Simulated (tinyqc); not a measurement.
Inside a calculation. Method: Pariser-Parr-Pople SCF with singles CI, for the molecule [CH2+]c1ccccc1 (SMILES; centres numbered as the heavy atoms are written). One step of it, computed by the program tinyqc.

Task: Singles CI, singlets. Over the 9 single excitations with the smallest orbital gaps: A = (e_a - e_i) delta + 2 (ia|jb) - (ij|ab), with (pq|rs) = sum c_mp c_mq gamma_mn c_nr c_ns. f = 2/3 w |mu|^2 in atomic units, mu = sqrt2 sum c_ia sum_m c_mi c_ma R_m.

orbital energies (eV): -18.053365  -15.424144  -14.651582  -8.520762  -5.010551  -4.573843  -2.062126

coefficients:
```
         MO1        MO2        MO3        MO4        MO5        MO6        MO7
1C  0.313734  -0.426342   0.000000   0.724148   0.000000  -0.405088  -0.176968
2C  0.546437  -0.455644   0.000000  -0.090061   0.000000   0.561314   0.413051
3C  0.398806  -0.029874   0.516621  -0.391148  -0.482807  -0.188958  -0.389049
4C  0.315039   0.383733   0.482807   0.026007   0.516621  -0.292159   0.409226
5C  0.293914   0.560656   0.000000   0.400190   0.000000   0.527927  -0.400526
6C  0.315039   0.383733  -0.482807   0.026007  -0.516621  -0.292159   0.409226
7C  0.398806  -0.029874  -0.516621  -0.391148   0.482807  -0.188958  -0.389049
```

repulsion gamma_rs (eV), lower triangle:
```
           1C         2C         3C         4C         5C         6C         7C
1C  11.130000
2C   5.345539  11.130000
3C   3.872515   5.346287  11.130000
4C   2.881267   3.872515   5.345539  11.130000
5C   2.621087   3.517455   3.872515   5.346287  11.130000
6C   2.881267   3.872515   3.518103   3.873196   5.346287  11.130000
7C   3.872515   5.346287   3.873196   3.518103   3.872515   5.345539  11.130000
```

Centres (angstrom, eV; a flat drawing with bonds scaled to 1.40 angstrom):
```
centre          x          y  core charge z          W   gamma_rr
1C       2.400000   0.000000              1  11.160000  11.130000
2C       1.000000   0.000000              1  11.160000  11.130000
3C       0.300000   1.212000              1  11.160000  11.130000
4C      -1.100000   1.212000              1  11.160000  11.130000
5C      -1.800000   0.000000              1  11.160000  11.130000
6C      -1.100000  -1.212000              1  11.160000  11.130000
7C       0.300000  -1.212000              1  11.160000  11.130000
```

Give: singlet CI matrix; singlet excitation energies; oscillator strengths.

Result:

singlet CI matrix (eV), lower triangle:
```
         3>4      2>4     1>4     3>5      3>6     2>5     2>6     3>7
3>4   2.8618
2>4   0.0000   4.4522
1>4   0.0000   0.0545  6.1366
3>5   0.0000   0.4435  0.3169  6.7371
3>6   0.1850   0.0000  0.0000  0.0000   6.4004
2>5  -0.4248   0.0000  0.0000  0.0000  -0.6529  6.7851
2>6   0.0000  -0.0725  0.2203  0.2752   0.0000  0.0000  7.7118
3>7   0.3095   0.0000  0.0000  0.0000  -0.0244  0.1407  0.0000  8.8801
1>5   0.2212   0.0000  0.0000  0.0000   0.0849  0.0808  0.0000  0.2476

        1>5
1>5  9.2668
```

singlet excitation energies (eV): 2.7885  4.3646  5.9115  6.0016  6.8335  7.3131  7.8379  8.7708  9.4105

oscillator strengths: 0.0711  0.7213  0.0212  0.2385  0.6141  0.8195  0.1362  0.0060  0.0103
